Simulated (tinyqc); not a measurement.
Inversion-layer mobility, back-scattering and ballistic limit of a field-effect transistor: one step, computed by the program tinyqc.

The charge at the top of the source barrier is fixed by the gate; series resistance and short-channel effects are left out. F_j are Fermi integrals normalised to exp(eta) in the classical limit.

Problem. Ballistic limit. Non-degenerate: every F_j(eta) is replaced by exp(eta). Ballistic channel: N_2D = g_v m k_B T/(pi hbar^2), U = e V_D/(k_B T); eta_F solves N_inv = (N_2D/2)[F_0(eta_F) + F_0(eta_F - U)]; v_T = sqrt(2 k_B T/(pi m)); I/W = e (N_2D/2) v_T [F_1/2(eta_F) - F_1/2(eta_F - U)]; injection velocity v_T F_1/2(eta_F)/F_0(eta_F).

Inputs (values chosen for the exercise, modelled on a germanium p-channel):
```
quantity               value  unit
transport mass m        0.19   m_0
valley degeneracy g_v      1     -
drain voltage V_D       0.83     V
temperature T            300     K
```

Statistics at the top of the barrier: non-degenerate.

inversion density N_inv = 3.326622e+11 1/cm^2

Constants: m_0 = 9.1093837015e-31 kg; k_B = 1.380649e-23 J/K; hbar = 1.054571817e-34 J s; k_B = 8.617333262e-05 eV/K; e = 1.602176634e-19 C.

Give: N_2D; eta_F; thermal velocity v_T; injection velocity; ballistic current I/W.

Solution.

N_2D = 2.052e+12 1/cm^2

eta_F = -1.126

thermal velocity v_T = 1.234 1e7 cm/s

injection velocity = 1.234 1e7 cm/s

ballistic current I/W = 65.79 microampere/micrometre
